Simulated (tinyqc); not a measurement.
Threshold-voltage variability of a planar MOSFET, analytic estimates: one step of the calculation.

Three independent sources add in quadrature: random dopants in the depleted layer, metal-gate grains of two orientations, and roughness of the two gate edges acting through the roll-off VT = VT(long) - Vr exp(-L/l). These are first-order estimates: no three-dimensional electrostatics, no percolation.

Problem. Margin in standard deviations for the wanted yield. Cells fail independently with probability Q(k) = erfc(k/sqrt(2))/2 when the margin is k standard deviations, and Y = exp(-Nb Q(k)). phi = exp(-k^2/2)/sqrt(2 pi). Newton steps on ln Q(k) = ln(-ln(Y)/Nb): k(new) = k + [ln Q - ln(-ln(Y)/Nb)] Q/phi.

Parameters, values chosen for the exercise: number of cells Nb = 65536; wanted yield Y = 0.967.

k after iteration 1 = 4.9761366

Wanted: Q(k); phi; k after iteration 2.

Solution.

Q(k) = 3.243e-7
phi = 1.675e-6
k after iteration 2 = 4.888

Program tinyqc, `OMP_NUM_THREADS=1 python tinyqc.py 2090024 2090025 out.jsonl`; Intel Xeon 2.30GHz, shared host, one thread, about 0.01 s.
